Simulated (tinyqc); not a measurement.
Contact resistivity and sheet resistance from two contact lengths.

Problem. Rc = [sqrt(rc Rsh)/Wc] coth(Lc/(2 LT)), LT = sqrt(rc/Rsh), Wc = 42 nm; the second contact is twice as long as the first. Find LT, rc and Rsh.

Rc for Lc = 40 and 80 nm (ohm): [402.402394, 232.006356]

Solution. With t = tanh(Lc/(2 LT)) for the shorter contact, the resistance of the longer over that of the shorter is (1 + t^2)/2. Then sqrt(rc Rsh) = Rc t Wc, and rc and Rsh follow by multiplying and dividing by LT.

LT = 48.39 nm
rc = 3.200e-9 ohm cm^2
Rsh = 136.7 ohm

Program tinyqc, `OMP_NUM_THREADS=1 python tinyqc.py 2170156 2170157 out.jsonl`; Intel Xeon 2.30GHz, shared host, one thread, about 0.04 s.
